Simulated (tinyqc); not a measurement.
The best anneal temperature for the time t: solubility, supersaturation, precipitation and gettering of an impurity in a silicon-like host. Computed by tinyqc, a small Python program. Command: `OMP_NUM_THREADS=1 python tinyqc.py 3010874 3010875 out.jsonl ripen walk`. One thread of a shared host (Intel(R) Xeon(R) Processor @ 2.30GHz), about 0.01 s of CPU time with the checks.

The wafer was saturated at T1 and is then held at T.

Inputs (values chosen for the exercise, modelled on gold in silicon):
```
quantity                                   value    unit
site density N0                            5e+22  1/cm^3
enthalpy of solution H                      1.93      eV
entropy of solution S                        2.4     k_B
diffusion prefactor D0                   0.00022  cm^2/s
migration energy Q                           1.1      eV
temperature of saturation T1                1450       K
anneal temperature T                        1058       K
sink density n                           2.2e+08  1/cm^3
initial sink radius r0                       2.2      nm
impurity density in the precipitate C_p  2.4e+22  1/cm^3
interface energy gamma                      0.64   J/m^2
anneal time t                               5100       s
```

Constants: k_B = 8.617333262e-05 eV/K; k_B = 1.380649e-23 J/K.

Method:
- C_eq(T) = N0 exp(S/k_B - H/(k_B T)); D(T) = D0 exp(-Q/(k_B T)); C0 = C_eq(T1). Supersaturation s = C0/C_eq(T); critical radius r* = 2 gamma/(C_p k_B T ln s); barrier W* = (4 pi/3) gamma r*^2. Strain energy is left out.
- r_f = [r0^3 + 3 (C0 - C_eq)/(4 pi n C_p)]^(1/3), tau_f = 1/(4 pi n r_f D).
- Growing sinks: with y = r/r_f and y0 = r0/r_f, dy/dt = (1 - y^3)/(3 tau_f y), which integrates to t/tau_f = F(y) - F(y0), F(y) = (1/2) ln[(1 + y + y^2)/(1 - y)^2] - sqrt(3) arctan[(2y + 1)/sqrt(3)]; the share of the excess left is (1 - y^3)/(1 - y0^3), and C(t) = C_eq + (C0 - C_eq) x share.

C0 = 1.07934e+17 1/cm^3

Dissolved share after t:
```
T (K)     C_eq/C0   tau_f (s)  C(t)/C0
652    6.1625e-09  3.0843e+07  1.00000
754    6.4253e-07  2.1824e+06  0.99993
870    3.3723e-05  2.2835e+05  0.99816
986    6.9701e-04  4.0648e+04  0.97610
1102   7.6146e-03  1.0428e+04  0.83408
1218   5.2755e-02  3.5143e+03  0.44781
1320   2.1845e-01  1.6671e+03  0.29289
1392   5.2541e-01  1.1938e+03  0.53916
```

The lowest dissolved share among these rows is 0.29 at 1320 K. Above it solubility sets the floor; below it diffusion is too slow for this time. Solubility falls with H = 1.93 eV and diffusion with Q = 1.1 eV.

Extremes, crossings and ranges named in words are read from the listed rows.
